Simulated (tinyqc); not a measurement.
Q-state Potts model on a small periodic square lattice: enumeration, Metropolis, heat-bath and Wolff steps: one step, computed by the program tinyqc. Command: `OMP_NUM_THREADS=1 python tinyqc.py 3113381 3113382 out.jsonl potts walk`. One thread of a shared host (Intel(R) Xeon(R) Processor @ 2.30GHz), about 0.03 s of CPU time with the checks.

E = -J x (number of nearest-neighbour bonds with equal states); n x n sites with periodic edges have 2 n^2 bonds. Order parameter m = (q f - 1)/(q - 1), f being the largest share of one state. Sites are numbered row by row from 0. Here q = 3 and n = 3.

Task: Exact averages. All q^(n^2) states are counted by their number b of equal bonds; weights g(b) exp(K b), K = J/(k_B T). Per site: u = -J <b>/n^2, c/k_B = K^2 (<b^2> - <b>^2)/n^2. ln Z = ln sum g(b) exp(K b); entropy per site s/k_B = (ln Z - K <b>)/n^2.

Inputs (values chosen for the exercise, for a model of domains or grain orientations): coupling J = 68 meV; temperature T = 885 K.

States by number of equal bonds:
```
b,g(b),probability
0,12,1.853042e-07
2,540,4.961033e-05
3,936,2.097449e-04
4,3240,1.770915e-03
5,3996,5.327401e-03
6,3348,1.088711e-02
7,3240,2.569859e-02
8,2592,5.014603e-02
9,660,3.114459e-02
10,810,9.323113e-02
11,108,3.032053e-02
12,144,9.860814e-02
14,54,2.199979e-01
18,3,4.326082e-01
```

K = 0.8916466

Give: <b>; energy u; heat capacity c; entropy s.

Result:

<b> = 14.277

energy u = -107.87 meV/site

heat capacity c = 1.2531 k_B/site

entropy s = 0.58400 k_B/site
